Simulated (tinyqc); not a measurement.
Worked calculation: Stillinger-Weber potential for a tetrahedral semiconductor. Computed by tinyqc, a small Python program that keeps every step. Command: `OMP_NUM_THREADS=1 python tinyqc.py 3004048 3004049 out.jsonl swsi walk`. One thread of a shared host (Intel(R) Xeon(R) Processor @ 2.30GHz), about 0.03 s of CPU time with the checks. Intermediate numbers are printed to about 5 digits and carried at full precision; extremes and crossings named in words are read from the listed rows.

With x = r/sigma: pair term eps A (B x^-4 - 1) exp(1/(x - a)); for each pair of neighbours j, k of atom i, three-body term eps lambda exp(gamma/(x_ij - a) + gamma/(x_ik - a)) (cos theta_jik + 1/3)^2; both vanish beyond x = a. A = 7.049556277, B = 0.6022245584, a = 1.8.

Inputs (values chosen for the exercise, modelled on silicon):
```
quantity                    value      unit
energy scale eps            2.154        eV
length scale sigma          2.094  angstrom
three-body strength lambda   19.2         -
gamma                         1.2         -
bond 1 of the trimer         2.44  angstrom
bond 2 of the trimer         2.51  angstrom
angle of the trimer theta     142   degrees
```

displacement of one atom (angstrom): 0.23  -0.042  0.027

Constants: 1 eV/angstrom^3 = 160.2176634 GPa.

## A trimer

Atom 1 binds atoms 2 and 3 at the angle theta; the third side follows from the cosine rule. Sum the three pair terms and the three-body terms centred on each atom.

distance 2-3 = 4.6804 angstrom

pair terms (eV): 1-2 -2.1157, 1-3 -2.0389, 2-3 0.0000

three-body term at atom 1 = 0.17550 eV

three-body terms at atoms 2 and 3 = 0 eV

energy of the trimer = -3.9791 eV

The cut-off is 3.769 angstrom, so atoms 2 and 3 do not interact directly.

## The diamond lattice

All angles are tetrahedral, so only the pair term acts; its minimum lies at x = 2^(1/6) with depth eps, and second neighbours lie beyond the cut-off. a0 = 4 d/sqrt3; E = -2 eps per atom.

bond length d = 2.3504 angstrom

lattice constant a0 = 5.4281 angstrom

energy per atom = -4.308 eV

## Elastic constants and internal strain

Second derivatives of the energy per atom, volume a0^3/8: e_xx gives C11, e_xx = -e_yy gives 2 (C11 - C12), e_xy = e_yx = h/2 gives the unrelaxed C44(0). Under that shear the second sublattice shifts by u_z; minimising over u_z gives C44 = C44(0) - E_hu^2/(E_uu V) and Kleinman's zeta = |E_hu/E_uu|/(a0/4). The optical force constant is k = 4 E_uu, with M omega^2 = k at the zone centre.

C11 = 146.40 GPa

C12 = 78.170 GPa

unrelaxed C44(0) = 108.49 GPa

C44 = 52.464 GPa

internal strain zeta = 0.65341

optical force constant k = 35.570 eV/angstrom^2

Internal relaxation lowers C44 by 52 %. zeta = 1 would keep all bond lengths equal under shear and 0 would move atoms with the lattice; the value here is 0.65. Caution: the original fit to silicon is too soft in shear (C44) and too stiff for the optical mode.

## One atom displaced in the eight-atom cell

Cubic cell of side a0 with periodic images; atoms 1 to 4 at (0,0,0), (0,1/2,1/2), (1/2,0,1/2), (1/2,1/2,0), atoms 5 to 8 shifted by (1/4,1/4,1/4). Atom 5 is moved by u. Forces are minus the gradient of the total energy.

bond lengths from atom 5 to atoms 1 to 4 (angstrom): 2.4826  2.4990  2.1837  2.2678

rise of the pair energy = 0.38343 eV

three-body energy = 0.099964 eV

forces (eV/angstrom):
```
              x        y        z
atom 5  -3.9605   0.9169  -0.7493
atom 1   0.8697   0.4580   0.5897
atom 2   0.9275  -0.6640  -0.5340
atom 3   1.4207  -1.1808   1.1723
atom 4   0.8628   0.4444  -0.4559
```

Bond bending carries 21 % of the energy rise. The four neighbours take up a total force of 4.259 against 4.134 eV/angstrom on atom 5; the difference acts on atoms 6 to 8.

## Diamond against structures with more neighbours

Each structure is relaxed in its neighbour distance d (lowest minimum for d between sigma and 1.7 sigma), with all neighbours inside the cut-off, second shells too where they fall inside.

Energies per atom (eV):
```
structure     first neighbours  d (angstrom)     pair  three-body    total  volume (angstrom^3)
diamond                      4        2.3504  -4.3080      0.0000  -4.3080               19.992
simple cubic                 6        2.5920  -5.7182      1.5432  -4.1751               17.415
bcc                          8        2.7911  -6.6572      2.4161  -4.2411               16.739
fcc                         12        2.9117  -6.6486      2.5136  -4.1350               17.455
```

The order is diamond < bcc < simple cubic < fcc, the lowest two 0.067 eV apart. Against diamond the pair energy changes by -1.41 (simple cubic), -2.35 (bcc), -2.34 (fcc) eV, while angles away from 109.47 degrees cost 1.54, 2.42, 2.51 eV; the bonds stretch to 2.91 angstrom in fcc to weaken that penalty.

Checks made by the program: lattice sum at a0 (relative difference below 1e-10); B from the pair term alone, phi''(d)/(3 a0), against (C11 + 2 C12)/3 (relative difference 6e-07).
